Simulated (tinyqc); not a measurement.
Coupling ratio and rate constant from the late transient.

Question. Long after the knee a floating-gate cell follows U = Vg - (tox/ag) B/ln(K t). Find K and ag.

Inputs (values chosen for the exercise):
- tox = 6.8 nm (tunnel oxide thickness)
- Vg = 13.1 V (control-gate voltage)

U at t = 5e-5 and 0.005 s (V): [1.3073954, 3.2311682]
B = 23.352498 V/nm

Answer. 1/(Vg - U) is linear in ln t; the ratio of the two values gives ln(K t_a), and either value gives ag.

K = 3.64e14 1/s
ag = 0.570

tinyqc, about 0.01 s, one thread, Intel Xeon 2.30GHz (shared host): `OMP_NUM_THREADS=1 python tinyqc.py 2130084 2130085 out.jsonl`
